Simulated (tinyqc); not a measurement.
Comparisons within one model: standing waves and exposure in a photoresist film. A value that a table varies takes the place of the one given here.

Normal incidence from air. Unexposed resist: N1 = n1 + i k1 with k1 = (A + B) lam/(4 pi), lam in micrometres. r01 = (1 - N1)/(1 + N1), t01 = 2/(1 + N1). Substrate Ns = ns + i ks: r12 = (N1 - Ns)/(N1 + Ns). With p = exp(2 pi i N1 d/lam), the field at depth z is E(z) = t01 [exp(2 pi i N1 z/lam) + r12 p^2 exp(-2 pi i N1 z/lam)]/(1 + r01 r12 p^2), the relative intensity I(z) = n1 |E(z)|^2 and the reflectance R = |(r01 + r12 p^2)/(1 + r01 r12 p^2)|^2.

Inputs chosen for the exercise (a resist on W, indices near tabulated ones; not measured data):
```
symbol  value  unit          meaning
lam     248    nm            vacuum wavelength
n1      1.763                resist index
A       0.08   1/micrometre  bleachable absorption (Dill A)
B       0.66   1/micrometre  fixed absorption (Dill B)
d       420    nm            resist thickness
ns      3.352                substrate n
ks      2.797                substrate k
```

## Swing of the coupled dose with resist thickness

The mean of I is taken over 800 depths; the relative dose to clear is taken as 1/(mean of I over the lowest period, 60 depths), scaled to 1 in the first row.

Swing:
```
d (nm),R,mean I,relative dose
420.0,0.3664,0.7982,1.000
431.7,0.2612,0.9153,0.864
443.4,0.0772,1.1381,0.702
455.2,0.0335,1.1942,0.683
466.9,0.1952,0.9917,0.834
478.6,0.3296,0.8156,1.010
490.3,0.3481,0.7786,1.044
502.1,0.2441,0.8896,0.906
513.8,0.0675,1.0921,0.745
525.5,0.0269,1.1398,0.728
537.2,0.1813,0.9556,0.879
548.9,0.3124,0.7934,1.055
560.7,0.3306,0.7600,1.089
```

The period is 70.3 nm, six rows. The relative dose swings between 0.683 and 1.089, a ratio (max - min)/mean of 0.457, against the estimate 4 sqrt(|r01|^2 |r12|^2) exp(-(A + B) d) = 0.444 for the oscillating part alone; the ratio from the table also holds the slow rise from absorption, 8.9 % over two periods, so the two are not strictly comparable. The dose is least sensitive to thickness at an extremum; the lowest dose listed is at 455.2 nm.

## What moves the exposure

The mean of I is over 800 depths. Each row changes one parameter from the base and keeps the others.

Results:
```
case,|r12|^2,R,mean I,I at the bottom
base,0.3014,0.3664,0.7982,0.2028
d = 430 nm,0.3014,0.2839,0.8888,0.2279
n1 = 1.781,0.2981,0.3443,0.8193,0.2131
B = 0.86 1/micrometre,0.3005,0.3371,0.7675,0.1893
ks = 2.517,0.2698,0.3469,0.7908,0.2142
ns = 3.687,0.3043,0.3703,0.7959,0.1828
```

The largest shifts from the base row, up to three for each result and ties (the steps differ in size, so this ranks the rows, not the parameters). |r12|^2: ks -0.0316, n1 -0.0033, ns +0.0029; unchanged at the printed digits by d. R: d -0.0825, B -0.0293, n1 -0.0221. mean I: d +0.0906, B -0.0306, n1 +0.0212. I at the bottom: d +0.0251, ns -0.0199, B -0.0135.

Program tinyqc; command `OMP_NUM_THREADS=1 python tinyqc.py 1680009 1680010 out.jsonl`; about 0.01 s on one thread of a shared Intel(R) Xeon(R) Processor @ 2.30GHz.
